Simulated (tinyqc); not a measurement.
# Carrier density from the ballistic resistance

Problem. A wide ballistic two-dimensional channel with gv valleys has G/W = (2 q^2/h) gv kF/pi and n = gv kF^2/(2 pi). Find kF, n and the Fermi energy C kF^2/m, C = hbar^2/(2 m0).

Inputs (values chosen for the exercise): mass m = 0.041 m0; valleys gv = 2.

Constants: q = 1.602176634e-19 C, hbar = 1.054571817e-34 J s, h = 6.62607015e-34 J s, m0 = 9.1093837015e-31 kg, hbar^2/(2 m0) = 0.0380998212 eV nm^2. Results are converted to the units shown.

R W = 42.646659 ohm um

Answer. kF = pi h/(2 q^2 gv R W).

kF = 0.475 1/nm
n = 7.19e12 cm^-2
Ef = 0.210 eV

Computed by the program tinyqc: `OMP_NUM_THREADS=1 python tinyqc.py 2740003 2740004 out.jsonl`, one thread of a shared Intel Xeon 2.30GHz, about 0.04 s for the whole run.
